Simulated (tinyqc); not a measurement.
Interface states from two metals.

Question. Schottky barriers follow phi = S (pM - chi) + (1 - S) E0, S = 1/(1 + q Ds dl/(eps0 ei)). Find S, E0 and Ds.

Values chosen for this exercise; material values close to those of 4H silicon carbide:
- chi = 3.57 eV (electron affinity)
- dl = 0.45 nm (thickness of the interface layer)
- ei = 3.6 (its relative permittivity)

Constants: q = 1.602176634e-19 C, eps0 = 8.8541878128e-14 F/cm where lengths are in cm. Results are converted to the units shown.

phi for pM = 4.39 and 5.1 eV (eV): 1.6081957  1.9947165

Answer. The slope is S, and either point then gives E0.

S = 0.5444
E0 = 2.550 eV
Ds = 3.700e13 cm^-2 eV^-1

tinyqc, about 0.01 s, one thread, Intel Xeon 2.30GHz (shared host): `OMP_NUM_THREADS=1 python tinyqc.py 2430158 2430159 out.jsonl`
